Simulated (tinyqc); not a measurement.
MESFET, gradual channel with velocity saturation: output curve.

A uniformly doped n-type channel, depleted from the top by a Schottky gate; at channel potential V the depleted share of a is u = sqrt((Vbi - Vg + V)/Vp), s at the source. Electrons drift with v = mu E/(1 + mu E/vsat). Abrupt depletion edge, no series resistance, source at 0.

Vbi = phiB - Vt ln(Nc/Nd); Vp = q Nd a^2/(2 eps0 eps_r); G0 = q mu Nd a W/L; Z = mu Vp/(vsat L); s = sqrt((Vbi - Vg)/Vp). I = (G0 Vp/3) F/(1 + Z (u^2 - s^2)), F = 3 (u^2 - s^2) - 2 (u^3 - s^3), with u at V = Vd; Z = 0 gives constant mobility, for which u stops at 1. The current peaks at u = um, the root of (1 - u)(1 + Z (u^2 - s^2)) = Z F/3; beyond Vdsat = Vp (um^2 - s^2) it is held at that value.

Parameters, values chosen for the exercise; material values those of a made-up semiconductor: temperature T = 250 K; relative permittivity of the semiconductor eps_r = 15.4; conduction-band density of states at T Nc = 3.88e17 cm^-3; donor density of the channel Nd = 1.4e17 cm^-3; channel thickness a = 140 nm; low-field mobility at this doping mu = 4400 cm^2/(V s); saturation velocity vsat = 1.5e7 cm/s; gate length L = 10 um; gate width W = 50 um; Schottky barrier phiB = 1.02 V; gate voltage Vg = 0 V.

Constants: q = 1.602176634e-19 C, kB = 1.380649e-23 J/K, Vt = kB T/q, eps0 = 8.8541878128e-14 F/cm where lengths are in cm. Results are converted to the units shown.

Output curve:

| Vd (V) | u (at most 1) | I for Z = 0 (mA) | I (mA) |
|---|---|---|---|
| 0.1 | 0.8253 | 0.1339 | 0.1301 |
| 0.18 | 0.8548 | 0.2222 | 0.2111 |
| 0.25 | 0.8799 | 0.2863 | 0.2668 |
| 0.33 | 0.9076 | 0.3450 | 0.3146 |
| 0.41 | 0.9346 | 0.3886 | 0.3469 |
| 0.48 | 0.9575 | 0.4147 | 0.3635 |
| 0.56 | 0.9831 | 0.4311 | 0.3702 |
| 0.63 | 1.000 | 0.4342 | 0.3703 |
| 0.71 | 1.000 | 0.4342 | 0.3703 |

What does the comparison show?

With constant mobility the current rises from 0.134 to 0.434 mA and saturates at pinch-off, Vd = 0.614 V; with Z = 0.473 it saturates at 0.564 V and 0.370 mA. The two differ by 2.8 % in the first row and 15 % in the last. In every row Nd is not small against Nc, so the Boltzmann form of Vbi is rough.

Numbers from tinyqc (`OMP_NUM_THREADS=1 python tinyqc.py 2500001 2500002 out.jsonl`; about 0.04 s on one thread of a shared Intel Xeon 2.30GHz).
